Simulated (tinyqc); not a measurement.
# Slope factor and drain-induced lowering from three currents

Question. With source and body at 0 V, I = A exp((Vg + dd Vd)/(nf Vt)) (1 - exp(-Vd/Vt)). Find nf, the swing nf Vt ln 10 and dd.

Parameters, values chosen for the exercise: temperature T = 300 K.

Constants: q = 1.602176634e-19 C, kB = 1.380649e-23 J/K, Vt = kB T/q. Results are converted to the units shown.

currents at (Vg, Vd) = (0, 0.05), (0, 1.2) and (0.06, 1.2) V (nA/um): [4.5798457e-4, 0.0080280052, 0.060407492]

Answer. The pair at equal Vd gives nf; the pair at equal Vg, after dividing out the factors 1 - exp(-Vd/Vt), gives dd.

nf = 1.150
swing = 68.46 mV/decade
dd = 0.07000

tinyqc, about 0.03 s, one thread, Intel Xeon 2.30GHz (shared host): `OMP_NUM_THREADS=1 python tinyqc.py 2242139 2242140 out.jsonl`
